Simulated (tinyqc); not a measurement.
What moves the results: exciton in a hard-walled quantum well (variational). A value that a table varies takes the place of the one given here.

Electron and hole in the lowest states cos(pi z/L) of a hard-walled well; relative motion in the plane exp(-rho/lam). E(lam) = c/(mu lam^2) - (q/eps) <1/r>, <1/r> = integral over k from 0 to infinity of F(kL) (1 + (k lam/2)^2)^(-3/2), F(x) = [3x + 8 pi^2/x - 32 pi^4 (1 - exp(-x))/(x^2 (x^2 + 4 pi^2))]/(x^2 + 4 pi^2); c = hbar^2/2m0, q = e^2/(4 pi eps0). E is counted from the subband edge.

Constants: hbar^2/2m0 = 3.80998211 eV angstrom^2; e^2/(4 pi eps0) = 14.39964547 eV angstrom; Ry = 13.60569312 eV.

Values chosen for the exercise (near those of InP; the results hold for these values, not for the real material): xs = (0.037, 0.14, 0.4, 2.3, 6.4, 20, 32, 160) ((E - Eg)/Ry*); eps = 12.7 (dielectric constant); Ls = (16, 28, 48, 105, 193, 388, 661) angstrom (widths); me = 0.08 m0 (electron mass); mh = 0.256 m0 (hole mass); L = 195 angstrom (well width).

## Coulomb enhancement above the gap (Wannier exciton and Elliott formula)

Ry* = 5.1417 meV

With x = (E - Eg)/Ry* and y = pi/sqrt(x): S3 = y exp(y)/sinh(y), and S2 = exp(y)/cosh(y). Free-pair absorption goes as sqrt(x) in three dimensions and is constant in two.

Factors:

| x | E - Eg (meV) | sqrt(x) | S3 | S3 sqrt(x) | S2 |
|---|---|---|---|---|---|
| 0.037 | 0.19 | 0.192 | 32.665 | 6.283 | 2.000 |
| 0.14 | 0.72 | 0.374 | 16.793 | 6.283 | 2.000 |
| 0.40 | 2.06 | 0.632 | 9.935 | 6.283 | 2.000 |
| 2.3 | 11.83 | 1.517 | 4.210 | 6.385 | 1.969 |
| 6.4 | 32.91 | 2.530 | 2.710 | 6.855 | 1.846 |
| 20 | 102.83 | 4.472 | 1.862 | 8.326 | 1.606 |
| 32 | 164.53 | 5.657 | 1.656 | 9.368 | 1.505 |
| 1.6e+02 | 822.67 | 12.649 | 1.269 | 16.050 | 1.243 |

How do the results move?

In three dimensions the product tends to 2 pi = 6.283 at the edge (6.283 in the first row), so the square-root onset becomes a step. Even 823 meV above the gap the enhancement is 1.27; it decays only as 1 + pi/sqrt(x) = 1.25. In two dimensions it never exceeds 2 and has fallen to 1.24. The last rows lie beyond the range of parabolic bands.

## Width of the well

mu = 0.060952 m0
a* = 110.259 angstrom

The minimum for each width. The strength per area goes as |phi(0)|^2 = 2/(pi lam^2), listed relative to the strict two-dimensional value.

Results:

| L (angstrom) | L/a* | lam (angstrom) | binding (meV) | in Ry* | strength |
|---|---|---|---|---|---|
| 16 | 0.15 | 65.0 | 17.22 | 3.350 | 0.719 |
| 28 | 0.25 | 70.6 | 15.66 | 3.047 | 0.610 |
| 48 | 0.44 | 78.4 | 13.83 | 2.690 | 0.495 |
| 105 | 0.95 | 95.4 | 10.81 | 2.103 | 0.334 |
| 193 | 1.75 | 115.2 | 8.45 | 1.644 | 0.229 |
| 388 | 3.52 | 147.8 | 6.03 | 1.172 | 0.139 |
| 661 | 5.99 | 182.2 | 4.49 | 0.873 | 0.092 |

What does this show, and why?

The binding falls from 3.35 to 0.87 Ry*. It drops below the bulk value Ry* between 388 and 661 angstrom, which is a failure of the trial function: it has no correlation along z, so it cannot reach the bulk limit. Even at L = 0.15 a* only 84 % of the two-dimensional limit is reached. With finite barriers the binding would peak at some width and fall again as the carriers leak out.

## What each parameter does

1/mu = 1/me + 1/mh, Ry* = Ry mu/eps^2; the minimum over lam. Each row changes one parameter from the base and keeps the others.

Results:

| case | binding (meV) | lam (angstrom) | binding/Ry* |
|---|---|---|---|
| base | 8.41 | 115.6 | 1.637 |
| me = 0.068 m0 | 7.84 | 125.8 | 1.729 |
| mh = 0.179 m0 | 7.97 | 123.4 | 1.708 |
| eps = 11.4 | 9.95 | 107.6 | 1.559 |
| L = 136 angstrom | 9.80 | 103.0 | 1.905 |

What can be read from the table?

The largest shifts from the base row, up to three for each result and ties (the steps differ in size, so this ranks the rows, not the parameters). binding (meV): eps +1.53, L +1.38, me -0.58. lam (angstrom): L -12.6, me +10.2, eps -8.0. binding/Ry*: L +0.268, me +0.093, eps -0.078.

(tinyqc, `OMP_NUM_THREADS=1 python tinyqc.py 1250707 1250708 out.jsonl`, Intel(R) Xeon(R) Processor @ 2.30GHz, 1 thread, shared host, about 0.02 s.)
